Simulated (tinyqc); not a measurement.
Inside a calculation. Model: on-chip power grid, static voltage drop by conjugate gradients.

Numbers from tinyqc (`OMP_NUM_THREADS=1 python tinyqc.py 2770143 2770144 out.jsonl`; about 0.1 s on one thread of a shared Intel Xeon 2.30GHz). Printed values are rounded.

A grid of 3 rows and 3 columns, node k = 3 row + column. Neighbours in a row are joined by Rx, in a column by Ry; pad nodes, which reach the supply through Rp: 0, 2, 6, 8. Each node draws I0, node 8 draws kh I0. The drops u = Vdd - V solve G u = i, with G the conductance matrix (1/Rp added on the diagonal at pad nodes).

Values chosen for this exercise:
```
symbol,value,unit,meaning
Vdd,0.65,V,supply voltage
Rx,0.34,ohm,resistance of a horizontal segment
Ry,0.57,ohm,resistance of a vertical segment
Rp,0.065,ohm,resistance from a pad node to the supply
I0,1.1,mA,load current of an ordinary node
kh,3,,factor on the load at the hot node
```

## Diagonal of G, loads and first direction

G_kk = sum of the conductances at node k. Start u = 0, so the residual is r = i; z = r/G_kk (Jacobi preconditioner), p = z.

G_kk (S):
```
         col 0    col 1    col 2
row 0  20.0802  7.63674  20.0802
row 1  6.44995  9.39112  6.44995
row 2  20.0802  7.63674  20.0802
```

r at the start (mA):
```
       col 0  col 1  col 2
row 0    1.1    1.1    1.1
row 1    1.1    1.1    1.1
row 2    1.1    1.1    3.3
```

p at the start (mV):
```
           col 0     col 1      col 2
row 0  0.0547804  0.144041  0.0547804
row 1   0.170544  0.117132   0.170544
row 2  0.0547804  0.144041   0.164341
```

## Iteration 1: conjugate-gradient step

u at the start (mV):
```
       col 0  col 1  col 2
row 0      0      0      0
row 1      0      0      0
row 2      0      0      0
```

q = G p; with z = r/G_kk: a = (r.z)/(p.q); u(new) = u + a p; r(new) = r - a q; b = (r.z)(new)/(r.z); p(new) = z(new) + b p.

q (mA):
```
         col 0     col 1    col 2
row 0  0.37715   0.57227  0.37715
row 1  0.56328  -0.40861  0.37107
row 2  0.37715   0.25003  2.57715
```

a = 2.15814

u after iteration 1 (mV):
```
          col 0     col 1     col 2
row 0  0.118224  0.310860  0.118224
row 1  0.368058  0.252787  0.368058
row 2  0.118224  0.310860  0.354671
```

r after iteration 1 (mA):
```
          col 0     col 1     col 2
row 0   0.28605  -0.13503   0.28605
row 1  -0.11564   1.98183   0.29918
row 2   0.28605   0.56040  -2.26186
```

b = 0.482305

p after iteration 1 (mV):
```
          col 0     col 1      col 2
row 0  0.040666  0.051789   0.040666
row 1  0.064325  0.267525   0.128639
row 2  0.040666  0.142853  -0.033379
```

## Iteration 2: conjugate-gradient step

As before.

q (mA):
```
          col 0     col 1     col 2
row 0   0.55142  -0.31306   0.43859
row 1  -0.51464   1.60335   0.03009
row 2   0.28358   0.60016  -1.31609
```

a = 1.31817

u after iteration 2 (mV):
```
          col 0     col 1     col 2
row 0  0.171829  0.379127  0.171829
row 1  0.452849  0.605431  0.537626
row 2  0.171829  0.499165  0.310673
```

r after iteration 2 (mA):
```
           col 0      col 1      col 2
row 0  -0.440808   0.277627  -0.292078
row 1   0.562735  -0.131654   0.259516
row 2  -0.087755  -0.230710  -0.527026
```

b = 0.143130

p after iteration 2 (mV):
```
            col 0       col 1       col 2
row 0  -0.0161318   0.0437667  -0.0087250
row 1   0.0964533   0.0242718   0.0586474
row 2   0.0014504  -0.0097640  -0.0310236
```

## Course of the conjugate-gradient iteration

Stop when |r| is below 1e-9 mA.

Course of the iteration:
```
iteration  largest u (mV)  |r| (mA)
1                0.368058      3.12
2                0.605431      1.05
3                0.626635     0.296
4                0.639381    0.0808
5                0.638561    0.0123
6                0.638605   3.38e-3
7                0.638559   1.76e-4
8                0.638558   5.78e-5
9                0.638559   < 1e-12
```

Converged in 9 iterations for 9 unknowns; in exact arithmetic the method needs at most 9. The condition number of the scaled matrix is 5.92. Gauss-Seidel sweeps in node order need 34 to reach the same residual.

## Worst drop, pad currents and power lost

converged u (mV):
```
          col 0     col 1     col 2
row 0  0.164385  0.418410  0.167118
row 1  0.553047  0.638559  0.584335
row 2  0.171351  0.465972  0.283646
```

Pad current u/Rp; worst drop as a share of Vdd; power lost in the grid and pads sum_k i_k u_k; power delivered sum_k i_k (Vdd - u_k).

worst drop = 0.638559 mV
share of Vdd = 0.0982399 %
pad currents (mA): node 0 2.52900, node 2 2.57105, node 6 2.63617, node 8 4.36378
power lost = 0.00441553 mW
power delivered = 7.86058 mW

The pad currents add up to the total load, 12.10 mA. The worst drop is at node 4, not at the hot node.
